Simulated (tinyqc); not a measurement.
Threshold-voltage variability of a planar MOSFET, analytic estimates: one step of the calculation.

Three independent sources add in quadrature: random dopants in the depleted layer, metal-gate grains of two orientations, and roughness of the two gate edges acting through the roll-off VT = VT(long) - Vr exp(-L/l). These are first-order estimates: no three-dimensional electrostatics, no percolation.

Problem. Random dopants. ni = sqrt(Nc Nv) exp(-Eg/(2 Vt)), Eg in volts; Cox = 3.9 eps0/ti; Wd = sqrt(4 eps0 eps_r Vt ln(Na/ni)/(q Na)); dopants: s1 = (q/Cox) sqrt(Na Wd/(3 L W)). The slope A1 = s1 sqrt(L W); mean number of dopants Na L W Wd.

Inputs (values chosen for the exercise); material values close to those of silicon:
```
symbol    value   unit                                     meaning
T           325      K                                 temperature
Eg          1.1     eV                                    band gap
eps_r      11.5         relative permittivity of the semiconductor
Nc      3.12e19  cm^-3      conduction-band density of states at T
Nv         3e19  cm^-3         valence-band density of states at T
Na       2.3e18  cm^-3                              channel doping
ti          2.1     nm     oxide-equivalent thickness in inversion
L            65     nm                                 gate length
W           290     nm                                  gate width
```

Constants: q = 1.602176634e-19 C, kB = 1.380649e-23 J/K, Vt = kB T/q, eps0 = 8.8541878128e-14 F/cm where lengths are in cm. Results are converted to the units shown.

Find: Cox; Wd; mean number of dopants; A1; s1.

Solution.

Cox = 1.644 uF/cm^2
Wd = 22.97 nm
mean number of dopants = 996.0
A1 = 1.293 mV um
s1 = 9.418 mV

Counting alone, 1/sqrt(N) of the depletion voltage q Na Wd/Cox = 515 mV, would give sqrt(3) times more: dopants deep in the layer act less on the surface.

tinyqc, about 0.01 s, one thread, Intel Xeon 2.30GHz (shared host): `OMP_NUM_THREADS=1 python tinyqc.py 2090170 2090171 out.jsonl`
